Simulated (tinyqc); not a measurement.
Thickness, silicon consumed, volume change, sheet resistance: thermodynamics of metal silicides: hull, first phase, silicon consumed, nucleation and stability against SiO2. Computed by tinyqc, a small Python program. Command: `OMP_NUM_THREADS=1 python tinyqc.py 3028782 3028783 out.jsonl silphase walk`. One thread of a shared host (Intel(R) Xeon(R) Processor @ 2.30GHz), about 0.01 s of CPU time with the checks.

Entropies of formation of the solids are neglected, so heats stand for free energies. Si fractions: M2Si 0.3333, MSi 0.5000, MSi2 0.6667.

Inputs (values chosen for the exercise, of the order of those of cobalt silicides for heats and volumes only): molar volume of M = 6.67 cm^3/mol; molar volume of Si = 12.06 cm^3/mol; metal thickness t = 29 nm.

Phases: M2Si, MSi, MSi2.

volumes of the three phases per mole of M (cm^3/mol): 9.98  13.4  23.5

resistivities of the three phases (microohm cm): 43  30  27

Method. Per phase M_a Si_b, for ample silicon (not limited to t_Si): silicide thickness = t V/V_M; silicon consumed = t (b/a) V_Si/V_M; net volume change = V/(V_M + (b/a) V_Si) - 1; the top surface lies (silicide thickness - silicon consumed) above the old interface; sheet resistance = resistivity/thickness.

Films:

| phase | thickness (nm) | Si consumed (nm) | volume change (%) | top above old interface (nm) | sheet resistance (ohm) |
|---|---|---|---|---|---|
| M2Si | 43.39 | 26.22 | -21.417 | 17.174 | 9.9098 |
| MSi | 58.26 | 52.43 | -28.457 | 5.826 | 5.1493 |
| MSi2 | 102.17 | 104.87 | -23.677 | -2.696 | 2.6426 |

silicon consumed by MSi = 52.435 nm

sheet resistance of MSi = 5.1493 ohm

What does the comparison show, and why?

For a given sheet resistance the silicon consumed goes as resistivity x (b/a)/V: M2Si 2.15, MSi 2.24, MSi2 2.30. It is least for M2Si, which matters on shallow junctions and thin silicon. All three reactions shrink the total volume.

Extremes, crossings and ranges named in words are read from the listed rows.
